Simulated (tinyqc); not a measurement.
From results back to parameters: band offset of a heterojunction with an interface dipole (two-band chains, self-consistent charge). Three cases, with inputs chosen for the exercise.

Problem. D0 is the offset of the mid-gaps without dipole, chi the charge moved per eV of offset and u the potential step per electron moved. In linear response the valence offset is S D0 - (G2 - G1)/2 with S = 1/(1 + u chi/2). Two interfaces between the same crystals differ in D0 by a known amount, as from a layer of fixed dipoles; their offsets come from hidden S and D0.

Find: S; D0 of the first; u.

Method. S is the change of the offset over the change of D0; then D0 = (offset + (G2 - G1)/2)/S and u = 2 (1/S - 1)/chi.

Case 1.

Values chosen (out of a larger set: gaps near those of Si and GaP; the chains and D0 are free models, so the offsets are not those of the real pair; not measured data): G1 = 1.11 eV (gap on the left); G2 = 2.27 eV (gap on the right).

chi = 0.31657 1/eV

valence offsets (eV): first -1.02384, second -0.30552

D0(second) - D0(first) = 1.23 eV

Solution.

S = 0.584
D0 of the first = -0.76 eV
u = 4.5 eV

Case 2.

Values chosen (out of a larger set: gaps near those of SiC and SiO2; the chains and D0 are free models, so the offsets are not those of the real pair; not measured data): G1 = 3.18 eV (gap on the left); G2 = 8.86 eV (gap on the right).

chi = 0.05456 1/eV

valence offsets (eV): first -3.31736, second -2.50408

D0(second) - D0(first) = 0.92 eV

Solution.

S = 0.884
D0 of the first = -0.54 eV
u = 4.8 eV

Case 3.

Values chosen (out of a larger set: gaps near those of Si and HfO2; the chains and D0 are free models, so the offsets are not those of the real pair; not measured data): G1 = 1.09 eV (gap on the left); G2 = 5.78 eV (gap on the right).

chi = 0.12164 1/eV

valence offsets (eV): first -2.56580, second -1.80680

D0(second) - D0(first) = 1.10 eV

Solution.

S = 0.690
D0 of the first = -0.32 eV
u = 7.4 eV

Computed by tinyqc, one run a case: `OMP_NUM_THREADS=1 python tinyqc.py N N+1 out.jsonl` with N = 1481898, 1481960, 1481969; one thread of a shared Intel(R) Xeon(R) Processor @ 2.30GHz, about 0.5 s a run at most.
